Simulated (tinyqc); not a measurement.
Inside a calculation. Method: CCSD on RHF in the sto-6g basis, for BeH2, spin multiplicity 1. One step of it, computed by the program tinyqc.

Problem. Orthogonalisation. S = U s U^T; symmetric (Loewdin) form X = U s^(-1/2) U^T, so that X^T S X = 1.

overlap S:
```
           1Be 1s    1Be 2s   1Be 2px    1Be 2py   1Be 2pz     2H 1s      3H 1s
1Be 1s   1.000000  0.254764  0.000000   0.000000  0.000000  0.049295   0.049295
1Be 2s   0.254764  1.000000  0.000000   0.000000  0.000000  0.393783   0.393783
1Be 2px  0.000000  0.000000  1.000000   0.000000  0.000000  0.000000   0.000000
1Be 2py  0.000000  0.000000  0.000000   1.000000  0.000000  0.472843  -0.472843
1Be 2pz  0.000000  0.000000  0.000000   0.000000  1.000000  0.000000   0.000000
2H 1s    0.049295  0.393783  0.000000   0.472843  0.000000  1.000000   0.020847
3H 1s    0.049295  0.393783  0.000000  -0.472843  0.000000  0.020847   1.000000
```

Give: eigenvalues of S; X.

Solution.

eigenvalues of S: 0.3208  0.4203  0.9511  1.0000  1.0000  1.6495  1.6584

X:
```
          1Be 1s   1Be 2s  1Be 2px  1Be 2py  1Be 2pz    2H 1s    3H 1s
1Be 1s    1.0273  -0.1477   0.0000   0.0000   0.0000   0.0188   0.0188
1Be 2s   -0.1477   1.1815   0.0000   0.0000   0.0000  -0.2481  -0.2481
1Be 2px   0.0000   0.0000   1.0000   0.0000   0.0000   0.0000   0.0000
1Be 2py   0.0000   0.0000   0.0000   1.2633   0.0000  -0.3496   0.3496
1Be 2pz   0.0000   0.0000   0.0000   0.0000   1.0000   0.0000   0.0000
2H 1s     0.0188  -0.2481   0.0000  -0.3496   0.0000   1.2082  -0.0705
3H 1s     0.0188  -0.2481   0.0000   0.3496   0.0000  -0.0705   1.2082
```
